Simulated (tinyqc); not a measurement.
# Capillary instabilities by surface diffusion: grooving and agglomeration of films, edge retraction, wire break-up and smoothing of roughness, step by step

A worked calculation. Computed by tinyqc, a small Python program that keeps every step. Command: `OMP_NUM_THREADS=1 python tinyqc.py 3030518 3030519 out.jsonl dewet walk`. One thread of a shared host (Intel(R) Xeon(R) Processor @ 2.30GHz), about 0.01 s of CPU time with the checks. Intermediate numbers are printed to about 7 digits and carried at full precision; extremes and crossings named in words are read from the listed rows.

Isotropic surface energy; shapes change by surface diffusion alone.

Inputs (values chosen for the exercise, for a model film):
```
quantity                              value        unit
surface energy gamma_s                 1.41       J/m^2
grain-boundary energy gamma_b          0.39       J/m^2
contact angle on the substrate theta     95     degrees
atomic volume Omega                    12.2  angstrom^3
surface sites nu                         13      1/nm^2
prefactor D0                          4e-05       m^2/s
activation energy Q                    1.75          eV
temperature T                           845           K
time t                                 4100           s
film thickness h                        3.4          nm
grain radius R                           66          nm
wire radius r                           8.5          nm
initial ripple over radius             0.02           -
roughness wavelength lambda              57          nm
```

Grooves: at the surface only.

Constants: k_B = 8.617333262e-05 eV/K; k_B = 1.380649e-23 J/K.

## The Mullins constant

B = D_s nu gamma_s Omega^2/(k_B T), D_s = D0 exp(-Q/(k_B T)).

D_s = 1.460998e-15 m^2/s

B = 341.6581 nm^4/s

length (B t)^(1/4) = 34.40281 nm

Lengths grow as t^(1/4): doubling one takes 16 times as long, or roughly 120 K more.

## Will grooves cut through?

Groove angle beta: sin(beta) = gamma_b/(2 gamma). For circular grains of radius R with spherical caps the groove ends (measured from the mean surface) at the depth R g(beta), g = (2 - 3 cos beta + cos^3 beta)/(3 sin^3 beta). The film parts if R g(beta_s) > h.

beta_s = 7.949363 degrees

sum of g = 0.03479730

critical R/h = 28.73786

final depth over h = 0.6754770

The grooves stop short by this estimate; triple junctions groove deeper and may still open.

## Groove growth in time

Mullins' isolated groove: depth below the flat surface d = 0.780 m (B t)^(1/4), m = tan(beta_s), width between the ridges 4.6 (B t)^(1/4); time to reach h: (h/(0.780 m))^4/B.

groove depth = 3.747119 nm

groove width = 158.2529 nm

time to reach the substrate = 2779.136 s

Caution: this depth exceeds the film thickness, so the isolated-groove formula no longer applies. Caution: the grooves of neighbouring boundaries overlap, so the depth levels off at its final value. Caution: the grains are too small for the surface groove ever to reach the depth h.

## Retraction of a straight edge

A rim shaped as a circular segment with contact angle theta holds the area h x; its radius r obeys r^2 (theta - sin theta cos theta) = h x. To advance, the edge must carry a strip of the rim height H = r (1 - cos theta) over the rim, driven by the curvature 1/r over the distance r theta (the scaling argument of Brandon and Bradshaw): H dx/dt = B/(theta r^2) gives x^(5/2) = (5/2) B t c^(3/2)/(theta (1 - cos theta) h^(3/2)), c = theta - sin theta cos theta.

retraction x = 219.5544 nm

rim height H = 22.48633 nm

present speed = 0.02141994 nm/s

The rim is 6.6 times the film thickness. x goes as t^(2/5) h^(-3/5): thin films retract faster.

## Break-up of a free wire

A wire with r + A cos(k z) has dA/dt = (B/r^4) (kr)^2 [1 - (kr)^2] A: unstable for wavelengths above 2 pi r, fastest at kr = 1/sqrt 2 with the rate B/(4 r^4); break-up time about (4 r^4/B) ln(r/A0); each wavelength makes a sphere of radius (3 r^2 lambda_m/4)^(1/3).

fastest wavelength = 75.52901 nm

break-up time = 239.0812 s

radius of the spheres = 15.99574 nm

t over the break-up time = 17.14899

The wire breaks up within t. Caution: faceting can stabilise wires along low-index directions.

## Smoothing against break-up

Roughness of wavelength lambda on a flat face decays as exp[-B (2 pi/lambda)^4 t]; the smoothing time is that for a factor e^3.

Times (s); the last column is (h/(0.780 tan beta_s))^4/B:
```
T (K)    B (nm^4/s)     smoothing  wire break-up  groove to depth h
718    5.729972e+00  3.546082e+03   1.425557e+04       1.657101e+05
760    2.584002e+01  7.863364e+02   3.161144e+03       3.674588e+04
803    1.022860e+02  1.986485e+02   7.985849e+02       9.282938e+03
845    3.416581e+02  5.947159e+01   2.390812e+02       2.779136e+03
887    1.015647e+03  2.000592e+01   8.042563e+01       9.348863e+02
930    2.792044e+03  7.277444e+00   2.925599e+01       3.400785e+02
1014   1.563071e+04  1.299937e+00   5.225866e+00       6.074669e+01
```

All times share 1/B, so their ratios do not depend on T: break-up over smoothing is 4.0. On a flat face this roughness is smoothed before the wire breaks, but by less than a factor 10. Smoothing is safe for lambda well below 2 pi r, above which a ripple along the wire grows instead. B spans 3.4 decades over these rows.

Checks made by the program: g against the volume of a spherical cap (relative difference below 1e-10).
